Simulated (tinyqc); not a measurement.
# From zero-phonon weight back to displacement dQ

Model: configuration-coordinate model of a defect: Huang-Rhys factor and luminescence line shape. Computed by tinyqc, a small Python program. Command: `OMP_NUM_THREADS=1 python tinyqc.py 3000479 3000480 out.jsonl ccline inv`. One thread of a shared host (Intel(R) Xeon(R) Processor @ 2.30GHz), about 0.08 s of CPU time with the checks.

Ground state E_g(Q) = (1/2) omega_g^2 Q^2; excited state E_e(Q) = E_0 + (1/2) omega_e^2 (Q - dQ)^2 with omega_e = omega_g and E_0 = E_ZPL. Q is mass-weighted; the dipole does not depend on Q (Condon approximation).

Inputs (values chosen for the exercise, for a model defect): zero-phonon energy E_ZPL = 0.708 eV; ground-state phonon hbar omega_g = 14.1 meV; temperature T = 50 K.

Modes: equal frequencies in both states.

Constants: hbar^2/u = 4.18015928e-03 eV angstrom^2; k_B = 8.617333262e-05 eV/K.

Method:
- S = hbar omega dQ^2/(2 hbar^2/u) for each state; relaxation energy S hbar omega; absorption at E_0 + S_e hbar omega_e, emission at E_0 - S_g hbar omega_g; the Stokes shift is their difference.
- Overlaps <m_e|n_g> of harmonic-oscillator functions (Hermite recursion, positive leading coefficients) by a sum over an even grid (700 points from x = -9 to 9 + d for the small table, 1500 points from -16 to 16 + d for the thermal sums), with x = Q sqrt(omega_g/hbar), d = sqrt(2 S_g) and frequency ratio omega_e/omega_g.
- Initial levels m = 0..24 carry Boltzmann weights exp(-m hbar omega_e/k_B T), normalised; final levels n = 0..79; a line lies at E_ZPL + m hbar omega_e - n hbar omega_g with weight w_m <m|n>^2. Moments are taken over these weights without the E^3 factor; FWHM = 2 sqrt(2 ln 2) x standard deviation; the zero-phonon weight is the sum of w_m <m|m>^2.

Task: A run gave the result below. Find the displacement dQ, known to lie between 0.4 and 1.3 u^(1/2) angstrom.

zero-phonon weight = 0.3909194

Result:

Each step takes the trial c = (a f_b - b f_a)/(f_b - f_a), f being the result less the target and a, b, c the logarithms of the listed values; c replaces end b, the old b replaces a if the sign of f changed, and otherwise f_a is halved.

Scan of the range:
```
displacement dQ (u^(1/2) angstrom)  zero-phonon weight
0.400                                         0.749662
0.487                                         0.653785
0.592                                         0.536121
0.721                                         0.400681
0.878                                         0.263284
1.070                                         0.144302
1.300                                         0.062893
```

False position (Illinois rule, in the logarithm of the input) inside the bracket:
```
step     end a     end b     trial  zero-phonon weight
1     0.721000  0.878000  0.731162            0.390762
2     0.721000  0.731162  0.730843            0.391072
3     0.731162  0.730843  0.731000            0.390919
4     0.731162  0.731000  0.731000            0.390919
5     0.731000  0.731000  0.731000            0.390919
```

Zero-phonon weight falls at every point of a 13-point scan of the range (every second point is shown), so one value fits; it is bracketed by 0.721 and 0.878. Answer: displacement dQ = 0.7310 u^(1/2) angstrom.

Caution: for small S the spectrum is a set of resolved lines, and a Gaussian width has little meaning.
